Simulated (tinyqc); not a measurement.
ROHF in the 6-31g basis, for H4+, spin multiplicity 2, step by step (part 1 of 3). Computed by tinyqc, a small Python program that keeps every step (integrals from PySCF). Settings: charge = 1, multiplicity = 2, basis = 6-31g, energy threshold = 1e-09, iteration cap = 85, orthogonalisation = canonical, start = atomic densities, DIIS depth = 0, method = ROHF. Command: `OMP_NUM_THREADS=1 python tinyqc.py 28358 28359 out.jsonl` (the two numbers bound the seeds that draw the settings). One thread of a shared host (Intel(R) Xeon(R) Processor @ 2.60GHz), about 0.07 s of CPU time with the checks. Later iterations appear only in the table of the cycle.

## One-electron integrals

Geometry (angstrom):
```
atom         x         y         z
H     0.000000  0.000000  0.000000
H     0.000000  0.000000  1.550000
H     0.000000  0.000000  2.473000
H     0.000000  0.000000  4.023000
```

Basis 6-31g: exponents (1/bohr^2) and contraction coefficients of normalised primitives:
```
element  l (shell)   exponent  coefficient
H            s (1)  18.731137     0.033495
H            s (1)   2.825394     0.234727
H            s (1)   0.640122     0.813757
H            s (2)   0.161278     1.000000
```

Overlap, kinetic and nuclear-attraction integrals over the contracted functions; the nuclear repulsion is the sum of Za Zb / Rab.

nuclear repulsion = 1.81563413 hartree

overlap S:
```
          1H 1s     1H 2s     2H 1s     2H 2s     3H 1s     3H 2s     4H 1s     4H 2s
1H 1s  1.000000  0.658292  0.045530  0.213426  0.000613  0.037687  0.000000  0.000352
1H 2s  0.658292  1.000000  0.213426  0.500654  0.037687  0.171851  0.000352  0.009461
2H 1s  0.045530  0.213426  1.000000  0.658292  0.306013  0.441328  0.000613  0.037687
2H 2s  0.213426  0.500654  0.658292  1.000000  0.441328  0.782448  0.037687  0.171851
3H 1s  0.000613  0.037687  0.306013  0.441328  1.000000  0.658292  0.045530  0.213426
3H 2s  0.037687  0.171851  0.441328  0.782448  0.658292  1.000000  0.213426  0.500654
4H 1s  0.000000  0.000352  0.000613  0.037687  0.045530  0.213426  1.000000  0.658292
4H 2s  0.000352  0.009461  0.037687  0.171851  0.213426  0.500654  0.658292  1.000000
```

kinetic energy T (hartree):
```
           1H 1s      1H 2s      2H 1s      2H 2s      3H 1s      3H 2s      4H 1s      4H 2s
1H 1s   1.395678   0.259735  -0.043404   0.020831  -0.002174  -0.013339   0.000000  -0.000547
1H 2s   0.259735   0.241917   0.020831   0.065254  -0.013339  -0.007237  -0.000547  -0.004822
2H 1s  -0.043404   0.020831   1.395678   0.259735   0.072456   0.127430  -0.002174  -0.013339
2H 2s   0.020831   0.065254   0.259735   0.241917   0.127430   0.158329  -0.013339  -0.007237
3H 1s  -0.002174  -0.013339   0.072456   0.127430   1.395678   0.259735  -0.043404   0.020831
3H 2s  -0.013339  -0.007237   0.127430   0.158329   0.259735   0.241917   0.020831   0.065254
4H 1s   0.000000  -0.000547  -0.002174  -0.013339  -0.043404   0.020831   1.395678   0.259735
4H 2s  -0.000547  -0.004822  -0.013339  -0.007237   0.020831   0.065254   0.259735   0.241917
```

nuclear attraction V (hartree):
```
           1H 1s      1H 2s      2H 1s      2H 2s      3H 1s      3H 2s      4H 1s      4H 2s
1H 1s  -2.340155  -1.194467  -0.084815  -0.390352  -0.001321  -0.067631   0.000000  -0.000629
1H 2s  -1.194467  -1.321374  -0.442349  -0.756015  -0.085398  -0.276933  -0.000629  -0.016170
2H 1s  -0.084815  -0.442349  -2.779944  -1.476167  -0.790766  -1.007512  -0.001321  -0.085398
2H 2s  -0.390352  -0.756015  -1.476167  -1.670720  -1.007512  -1.337310  -0.067631  -0.276933
3H 1s  -0.001321  -0.085398  -0.790766  -1.007512  -2.779944  -1.476167  -0.084815  -0.442349
3H 2s  -0.067631  -0.276933  -1.007512  -1.337310  -1.476167  -1.670720  -0.390352  -0.756015
4H 1s   0.000000  -0.000629  -0.001321  -0.067631  -0.084815  -0.390352  -2.340155  -1.194467
4H 2s  -0.000629  -0.016170  -0.085398  -0.276933  -0.442349  -0.756015  -1.194467  -1.321374
```

core Hamiltonian H = T + V (hartree):
```
           1H 1s      1H 2s      2H 1s      2H 2s      3H 1s      3H 2s      4H 1s      4H 2s
1H 1s  -0.944476  -0.934732  -0.128219  -0.369521  -0.003495  -0.080970   0.000000  -0.001176
1H 2s  -0.934732  -1.079457  -0.421518  -0.690760  -0.098738  -0.284171  -0.001176  -0.020992
2H 1s  -0.128219  -0.421518  -1.384266  -1.216432  -0.718310  -0.880082  -0.003495  -0.098738
2H 2s  -0.369521  -0.690760  -1.216432  -1.428803  -0.880082  -1.178981  -0.080970  -0.284171
3H 1s  -0.003495  -0.098738  -0.718310  -0.880082  -1.384266  -1.216432  -0.128219  -0.421518
3H 2s  -0.080970  -0.284171  -0.880082  -1.178981  -1.216432  -1.428803  -0.369521  -0.690760
4H 1s   0.000000  -0.001176  -0.003495  -0.080970  -0.128219  -0.369521  -0.944476  -0.934732
4H 2s  -0.001176  -0.020992  -0.098738  -0.284171  -0.421518  -0.690760  -0.934732  -1.079457
```

## Two-electron integrals

Functions are numbered as in S; the eight-fold symmetry (ij|kl) = (ji|kl) = (kl|ij) leaves the list below.

Two-electron integrals (ij|kl) in chemists' order, unique and non-zero (hartree):
```
(11|11) 1.076566   (21|11) 0.578470   (21|21) 0.329423   (22|11) 0.587396
(22|21) 0.361304   (22|22) 0.453150   (31|11) 0.029044   (31|21) 0.017838
(31|22) 0.022008   (31|31) 0.001861   (32|11) 0.088583   (32|21) 0.057362
(32|22) 0.080331   (32|31) 0.006852   (32|32) 0.033972   (33|11) 0.341259
(33|21) 0.224212   (33|22) 0.330640   (33|31) 0.029044   (33|32) 0.175889
(33|33) 1.076566   (41|11) 0.175889   (41|21) 0.101641   (41|22) 0.114108
(41|31) 0.006852   (41|32) 0.022517   (41|33) 0.088583   (41|41) 0.033972
(42|11) 0.245687   (42|21) 0.154351   (42|22) 0.203217   (42|31) 0.013043
(42|32) 0.054703   (42|33) 0.245687   (42|41) 0.054703   (42|42) 0.113584
(43|11) 0.224212   (43|21) 0.146900   (43|22) 0.214737   (43|31) 0.017838
(43|32) 0.101641   (43|33) 0.578470   (43|41) 0.057362   (43|42) 0.154351
(43|43) 0.329423   (44|11) 0.330640   (44|21) 0.214737   (44|22) 0.308560
(44|31) 0.022008   (44|32) 0.114108   (44|33) 0.587396   (44|41) 0.080331
(44|42) 0.203217   (44|43) 0.361304   (44|44) 0.453150   (51|11) 0.000261
(51|21) 0.000170   (51|22) 0.000238   (51|31) 0.000022   (51|32) 0.000106
(51|33) 0.000546   (51|41) 0.000068   (51|42) 0.000165   (51|43) 0.000312
(51|44) 0.000341   (51|51) 3.38e-07   (52|11) 0.009984   (52|21) 0.006569
(52|22) 0.009879   (52|31) 0.000733   (52|32) 0.004632   (52|33) 0.027837
(52|41) 0.002488   (52|42) 0.007213   (52|43) 0.016572   (52|44) 0.019384
(52|51) 0.000014   (52|52) 0.001038   (53|11) 0.080826   (53|21) 0.053201
(53|22) 0.080295   (53|31) 0.006045   (53|32) 0.040182   (53|33) 0.255880
(53|41) 0.020194   (53|42) 0.059809   (53|43) 0.148064   (53|44) 0.165656
(53|51) 0.000118   (53|52) 0.009411   (53|53) 0.088094   (54|11) 0.101495
(54|21) 0.066808   (54|22) 0.101183   (54|31) 0.006989   (54|32) 0.044763
(54|33) 0.269414   (54|41) 0.024800   (54|42) 0.072872   (54|43) 0.166449
(54|44) 0.208026   (54|51) 0.000129   (54|52) 0.011818   (54|53) 0.106282
(54|54) 0.146973   (55|11) 0.213982   (55|21) 0.140862   (55|22) 0.213847
(55|31) 0.014274   (55|32) 0.092016   (55|33) 0.557107   (55|41) 0.051789
(55|42) 0.153133   (55|43) 0.353364   (55|44) 0.458900   (55|51) 0.000261
(55|52) 0.028248   (55|53) 0.255880   (55|54) 0.379003   (55|55) 1.076566
(61|11) 0.028248   (61|21) 0.016664   (61|22) 0.019353   (61|31) 0.001299
(61|32) 0.004454   (61|33) 0.017915   (61|41) 0.005841   (61|42) 0.010002
(61|43) 0.011443   (61|44) 0.015442   (61|51) 0.000014   (61|52) 0.000489
(61|53) 0.003987   (61|54) 0.004814   (61|55) 0.009984   (61|61) 0.001038
(62|11) 0.067224   (62|21) 0.043154   (62|22) 0.059978   (62|31) 0.004205
(62|32) 0.020044   (62|33) 0.097823   (62|41) 0.015959   (62|42) 0.037451
(62|43) 0.060406   (62|44) 0.076430   (62|51) 0.000060   (62|52) 0.003024
(62|53) 0.025562   (62|54) 0.031338   (62|55) 0.067224   (62|61) 0.003024
(62|62) 0.013383   (63|11) 0.135669   (63|21) 0.089132   (63|22) 0.132300
(63|31) 0.010601   (63|32) 0.064109   (63|33) 0.379003   (63|41) 0.034457
(63|42) 0.096575   (63|43) 0.216979   (63|44) 0.239983   (63|51) 0.000194
(63|52) 0.011759   (63|53) 0.106282   (63|54) 0.122672   (63|55) 0.269414
(63|61) 0.006857   (63|62) 0.039018   (63|63) 0.146973   (64|11) 0.204744
(64|21) 0.134254   (64|22) 0.199491   (64|31) 0.013867   (64|32) 0.078897
(64|33) 0.429794   (64|41) 0.050007   (64|42) 0.136720   (64|43) 0.266554
(64|44) 0.340588   (64|51) 0.000231   (64|52) 0.016046   (64|53) 0.138135
(64|54) 0.184693   (64|55) 0.429794   (64|61) 0.009662   (64|62) 0.054580
(64|63) 0.184693   (64|64) 0.277430   (65|11) 0.140862   (65|21) 0.092727
(65|22) 0.140666   (65|31) 0.009384   (65|32) 0.059467   (65|33) 0.353364
(65|41) 0.034086   (65|42) 0.099855   (65|43) 0.222822   (65|44) 0.290334
(65|51) 0.000170   (65|52) 0.016664   (65|53) 0.148064   (65|54) 0.216979
(65|55) 0.578470   (65|61) 0.006569   (65|62) 0.043154   (65|63) 0.166449
(65|64) 0.266554   (65|65) 0.329423   (66|11) 0.213847   (66|21) 0.140666
(66|22) 0.212281   (66|31) 0.013941   (66|32) 0.082464   (66|33) 0.458900
(66|41) 0.051522   (66|42) 0.145356   (66|43) 0.290334   (66|44) 0.388784
(66|51) 0.000238   (66|52) 0.019353   (66|53) 0.165656   (66|54) 0.239983
(66|55) 0.587396   (66|61) 0.009879   (66|62) 0.059978   (66|63) 0.208026
(66|64) 0.340588   (66|65) 0.361304   (66|66) 0.453150   (72|11) 0.000058
(72|21) 0.000038   (72|22) 0.000058   (72|31) 3.47e-06   (72|32) 0.000020
(72|33) 0.000111   (72|41) 0.000014   (72|42) 0.000038   (72|43) 0.000073
(72|44) 0.000108   (72|51) 5.74e-08   (72|52) 0.000006   (72|53) 0.000046
(72|54) 0.000079   (72|55) 0.000213   (72|61) 2.55e-06   (72|62) 0.000016
(72|63) 0.000054   (72|64) 0.000106   (72|65) 0.000131   (72|66) 0.000164
(72|72) 8.86e-08   (73|11) 0.000116   (73|21) 0.000077   (73|22) 0.000116
(73|31) 0.000007   (73|32) 0.000045   (73|33) 0.000261   (73|41) 0.000028
(73|42) 0.000080   (73|43) 0.000170   (73|44) 0.000238   (73|51) 1.28e-07
(73|52) 0.000014   (73|53) 0.000118   (73|54) 0.000194   (73|55) 0.000546
(73|61) 0.000005   (73|62) 0.000035   (73|63) 0.000129   (73|64) 0.000231
(73|65) 0.000312   (73|66) 0.000341   (73|72) 1.53e-07   (73|73) 3.38e-07
(74|11) 0.005620   (74|21) 0.003700   (74|22) 0.005620   (74|31) 0.000328
(74|32) 0.001862   (74|33) 0.009984   (74|41) 0.001307   (74|42) 0.003599
(74|43) 0.006569   (74|44) 0.009879   (74|51) 0.000005   (74|52) 0.000485
(74|53) 0.003987   (74|54) 0.006857   (74|55) 0.017915   (74|61) 0.000245
(74|62) 0.001478   (74|63) 0.004814   (74|64) 0.009662   (74|65) 0.011443
(74|66) 0.015442   (74|72) 0.000009   (74|73) 0.000014   (74|74) 0.001038
(75|11) 0.007430   (75|21) 0.004891   (75|22) 0.007430   (75|31) 0.000446
(75|32) 0.002600   (75|33) 0.014274   (75|41) 0.001743   (75|42) 0.004887
(75|43) 0.009384   (75|44) 0.013941   (75|51) 0.000007   (75|52) 0.000727
(75|53) 0.006045   (75|54) 0.010601   (75|55) 0.029044   (75|61) 0.000328
(75|62) 0.002052   (75|63) 0.006989   (75|64) 0.013867   (75|65) 0.017838
(75|66) 0.022008   (75|72) 0.000013   (75|73) 0.000022   (75|74) 0.001299
(75|75) 0.001861   (76|11) 0.030267   (76|21) 0.019925   (76|22) 0.030267
(76|31) 0.001743   (76|32) 0.009761   (76|33) 0.051789   (76|41) 0.007008
(76|42) 0.019124   (76|43) 0.034086   (76|44) 0.051522   (76|51) 0.000028
(76|52) 0.002463   (76|53) 0.020194   (76|54) 0.034457   (76|55) 0.088583
(76|61) 0.001307   (76|62) 0.007770   (76|63) 0.024800   (76|64) 0.050007
(76|65) 0.057362   (76|66) 0.080331   (76|72) 0.000049   (76|73) 0.000068
(76|74) 0.005841   (76|75) 0.006852   (76|76) 0.033972   (77|11) 0.131538
(77|21) 0.086590   (77|22) 0.131538   (77|31) 0.007430   (77|32) 0.040896
(77|33) 0.213982   (77|41) 0.030267   (77|42) 0.081568   (77|43) 0.140862
(77|44) 0.213847   (77|51) 0.000116   (77|52) 0.009887   (77|53) 0.080826
(77|54) 0.135669   (77|55) 0.341259   (77|61) 0.005620   (77|62) 0.032632
(77|63) 0.101495   (77|64) 0.204744   (77|65) 0.224212   (77|66) 0.330640
(77|72) 0.000211   (77|73) 0.000261   (77|74) 0.028248   (77|75) 0.029044
(77|76) 0.175889   (77|77) 1.076566   (81|11) 0.000211   (81|21) 0.000130
(81|22) 0.000163   (81|31) 0.000013   (81|32) 0.000049   (81|33) 0.000213
(81|41) 0.000049   (81|42) 0.000095   (81|43) 0.000131   (81|44) 0.000164
(81|51) 1.53e-07   (81|52) 0.000006   (81|53) 0.000046   (81|54) 0.000054
(81|55) 0.000111   (81|61) 0.000009   (81|62) 0.000031   (81|63) 0.000079
(81|64) 0.000106   (81|65) 0.000073   (81|66) 0.000108   (81|72) 2.70e-08
(81|73) 5.74e-08   (81|74) 2.55e-06   (81|75) 3.47e-06   (81|76) 0.000014
(81|77) 0.000058   (81|81) 8.86e-08   (82|11) 0.002476   (82|21) 0.001623
(82|22) 0.002412   (82|31) 0.000168   (82|32) 0.000954   (82|33) 0.005197
(82|41) 0.000605   (82|42) 0.001653   (82|43) 0.003223   (82|44) 0.004118
(82|51) 2.80e-06   (82|52) 0.000194   (82|53) 0.001670   (82|54) 0.002233
(82|55) 0.005197   (82|61) 0.000117   (82|62) 0.000660   (82|63) 0.002233
(82|64) 0.003354   (82|65) 0.003223   (82|66) 0.004118   (82|72) 1.28e-06
(82|73) 2.80e-06   (82|74) 0.000117   (82|75) 0.000168   (82|76) 0.000605
(82|77) 0.002476   (82|81) 1.28e-06   (82|82) 0.000041   (83|11) 0.009887
(83|21) 0.006506   (83|22) 0.009797   (83|31) 0.000727   (83|32) 0.004643
(83|33) 0.028248   (83|41) 0.002463   (83|42) 0.007170   (83|43) 0.016664
(83|44) 0.019353   (83|51) 0.000014   (83|52) 0.001036   (83|53) 0.009411
(83|54) 0.011759   (83|55) 0.027837   (83|61) 0.000485   (83|62) 0.003015
(83|63) 0.011818   (83|64) 0.016046   (83|65) 0.016572   (83|66) 0.019384
(83|72) 0.000006   (83|73) 0.000014   (83|74) 0.000489   (83|75) 0.000733
(83|76) 0.002488   (83|77) 0.009984   (83|81) 0.000006   (83|82) 0.000194
(83|83) 0.001038   (84|11) 0.032632   (84|21) 0.021477   (84|22) 0.032545
(84|31) 0.002052   (84|32) 0.012125   (84|33) 0.067224   (84|41) 0.007770
(84|42) 0.021936   (84|43) 0.043154   (84|44) 0.059978   (84|51) 0.000035
(84|52) 0.003015   (84|53) 0.025562   (84|54) 0.039018   (84|55) 0.097823
(84|61) 0.001478   (84|62) 0.009113   (84|63) 0.031338   (84|64) 0.054580
(84|65) 0.060406   (84|66) 0.076430   (84|72) 0.000031   (84|73) 0.000060
(84|74) 0.003024   (84|75) 0.004205   (84|76) 0.015959   (84|77) 0.067224
(84|81) 0.000016   (84|82) 0.000660   (84|83) 0.003024   (84|84) 0.013383
(85|11) 0.040896   (85|21) 0.026922   (85|22) 0.040882   (85|31) 0.002600
(85|32) 0.015974   (85|33) 0.092016   (85|41) 0.009761   (85|42) 0.028188
(85|43) 0.059467   (85|44) 0.082464   (85|51) 0.000045   (85|52) 0.004643
(85|53) 0.040182   (85|54) 0.064109   (85|55) 0.175889   (85|61) 0.001862
(85|62) 0.012125   (85|63) 0.044763   (85|64) 0.078897   (85|65) 0.101641
(85|66) 0.114108   (85|72) 0.000049   (85|73) 0.000106   (85|74) 0.004454
(85|75) 0.006852   (85|76) 0.022517   (85|77) 0.088583   (85|81) 0.000020
(85|82) 0.000954   (85|83) 0.004632   (85|84) 0.020044   (85|85) 0.033972
(86|11) 0.081568   (86|21) 0.053694   (86|22) 0.081529   (86|31) 0.004887
(86|32) 0.028188   (86|33) 0.153133   (86|41) 0.019124   (86|42) 0.053209
(86|43) 0.099855   (86|44) 0.145356   (86|51) 0.000080   (86|52) 0.007170
(86|53) 0.059809   (86|54) 0.096575   (86|55) 0.245687   (86|61) 0.003599
(86|62) 0.021936   (86|63) 0.072872   (86|64) 0.136720   (86|65) 0.154351
(86|66) 0.203217   (86|72) 0.000095   (86|73) 0.000165   (86|74) 0.010002
(86|75) 0.013043   (86|76) 0.054703   (86|77) 0.245687   (86|81) 0.000038
(86|82) 0.001653   (86|83) 0.007213   (86|84) 0.037451   (86|85) 0.054703
(86|86) 0.113584   (87|11) 0.086590   (87|21) 0.057002   (87|22) 0.086590
(87|31) 0.004891   (87|32) 0.026922   (87|33) 0.140862   (87|41) 0.019925
(87|42) 0.053694   (87|43) 0.092727   (87|44) 0.140666   (87|51) 0.000077
(87|52) 0.006506   (87|53) 0.053201   (87|54) 0.089132   (87|55) 0.224212
(87|61) 0.003700   (87|62) 0.021477   (87|63) 0.066808   (87|64) 0.134254
(87|65) 0.146900   (87|66) 0.214737   (87|72) 0.000130   (87|73) 0.000170
(87|74) 0.016664   (87|75) 0.017838   (87|76) 0.101641   (87|77) 0.578470
(87|81) 0.000038   (87|82) 0.001623   (87|83) 0.006569   (87|84) 0.043154
(87|85) 0.057362   (87|86) 0.154351   (87|87) 0.329423   (88|11) 0.131538
(88|21) 0.086590   (88|22) 0.131536   (88|31) 0.007430   (88|32) 0.040882
(88|33) 0.213847   (88|41) 0.030267   (88|42) 0.081529   (88|43) 0.140666
(88|44) 0.212281   (88|51) 0.000116   (88|52) 0.009797   (88|53) 0.080295
(88|54) 0.132300   (88|55) 0.330640   (88|61) 0.005620   (88|62) 0.032545
(88|63) 0.101183   (88|64) 0.199491   (88|65) 0.214737   (88|66) 0.308560
(88|72) 0.000163   (88|73) 0.000238   (88|74) 0.019353   (88|75) 0.022008
(88|76) 0.114108   (88|77) 0.587396   (88|81) 0.000058   (88|82) 0.002412
(88|83) 0.009879   (88|84) 0.059978   (88|85) 0.080331   (88|86) 0.203217
(88|87) 0.361304   (88|88) 0.453150
```

## Orthogonalisation

S = U s U^T; canonical form X = U s^(-1/2), so that X^T S X = 1. Each column of U has its largest component positive (the first on a tie).

eigenvalues of S: 0.058843  0.237390  0.326087  0.427705  0.740880  1.415004  1.776268  3.017822

X:
```
               1          2          3          4          5          6          7         8
1H 1s   0.206156  -0.667606   0.812191   0.542396  -0.306149   0.414051   0.346249  0.092430
1H 2s  -0.961491   0.993155  -0.795537  -0.324443   0.014452   0.322939   0.366869  0.155804
2H 1s  -0.658537   0.480541   0.425255   0.709756   0.732683  -0.253221   0.100074  0.214610
2H 2s   2.663938  -0.665781  -0.244861  -0.515577   0.210031  -0.116221   0.130357  0.294630
3H 1s   0.658537   0.480541  -0.425255   0.709756  -0.732683  -0.253221  -0.100074  0.214610
3H 2s  -2.663938  -0.665781   0.244861  -0.515577  -0.210031  -0.116221  -0.130357  0.294630
4H 1s  -0.206156  -0.667606  -0.812191   0.542396   0.306149   0.414051  -0.346249  0.092430
4H 2s   0.961491   0.993155   0.795537  -0.324443  -0.014452   0.322939  -0.366869  0.155804
```

## Starting guess

The start is atomic minimal-basis densities projected into this basis (PySCF's MINAO start) and scaled to the electron count of each spin; this density is not idempotent, so its energy is not variational and may lie below the converged one.

D(alpha) at the start:
```
           1H 1s      1H 2s      2H 1s      2H 2s      3H 1s      3H 2s      4H 1s      4H 2s
1H 1s   0.135224   0.149756  -0.004556  -0.003375  -0.002799   0.003907  -0.000580  -0.000894
1H 2s   0.149756   0.166687   0.003976   0.006021   0.002552   0.010603  -0.000894  -0.000513
2H 1s  -0.004556   0.003976   0.137658   0.146349  -0.002338   0.001195  -0.002799   0.002552
2H 2s  -0.003375   0.006021   0.146349   0.156068   0.001195   0.005347   0.003907   0.010603
3H 1s  -0.002799   0.002552  -0.002338   0.001195   0.137658   0.146349  -0.004556   0.003976
3H 2s   0.003907   0.010603   0.001195   0.005347   0.146349   0.156068  -0.003375   0.006021
4H 1s  -0.000580  -0.000894  -0.002799   0.003907  -0.004556  -0.003375   0.135224   0.149756
4H 2s  -0.000894  -0.000513   0.002552   0.010603   0.003976   0.006021   0.149756   0.166687
```

D(beta) at the start:
```
           1H 1s      1H 2s      2H 1s      2H 2s      3H 1s      3H 2s      4H 1s      4H 2s
1H 1s   0.067612   0.074878  -0.002278  -0.001687  -0.001400   0.001953  -0.000290  -0.000447
1H 2s   0.074878   0.083343   0.001988   0.003010   0.001276   0.005301  -0.000447  -0.000256
2H 1s  -0.002278   0.001988   0.068829   0.073174  -0.001169   0.000598  -0.001400   0.001276
2H 2s  -0.001687   0.003010   0.073174   0.078034   0.000598   0.002674   0.001953   0.005301
3H 1s  -0.001400   0.001276  -0.001169   0.000598   0.068829   0.073174  -0.002278   0.001988
3H 2s   0.001953   0.005301   0.000598   0.002674   0.073174   0.078034  -0.001687   0.003010
4H 1s  -0.000290  -0.000447  -0.001400   0.001953  -0.002278  -0.001687   0.067612   0.074878
4H 2s  -0.000447  -0.000256   0.001276   0.005301   0.001988   0.003010   0.074878   0.083343
```
